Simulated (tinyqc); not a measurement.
# Level and width from two currents at zero temperature

Problem. In a resonant-tunnelling diode at zero temperature a sharp resonance at Er = E0 - alpha V between the emitter band edge and Ef carries J = K (pi/2) G Tp (Ef - Er), K = q^3 mw m0/(2 pi^2 hbar^3) (times 1e-4 for A/cm^2 per eV^2), with G its full width and Tp its peak transmission, G Tp taken as constant, and no back flow. Find G Tp and E0.

Parameters, values chosen for the exercise; masses and offsets of a made-up heterostructure: mass in the well, spacer and contacts mw = 0.05 m0; Fermi energy of both contacts above their band edges Ef = 0.2 eV; share of the bias at the well alpha = 0.53.

Constants: q = 1.602176634e-19 C, hbar = 1.054571817e-34 J s, m0 = 9.1093837015e-31 kg. Results are converted to the units shown.

J at V = 0.29 and 0.55 V (kA/cm^2): [396.06331, 2117.7518]

Solution. J is linear in V: the slope gives G Tp, and the onset V0, where the line meets zero, gives E0 = Ef + alpha V0.

G Tp = 9.83 meV
E0 = 0.322 eV

Numbers from tinyqc (`OMP_NUM_THREADS=1 python tinyqc.py 2600121 2600122 out.jsonl`; about 0.1 s on one thread of a shared Intel Xeon 2.30GHz).
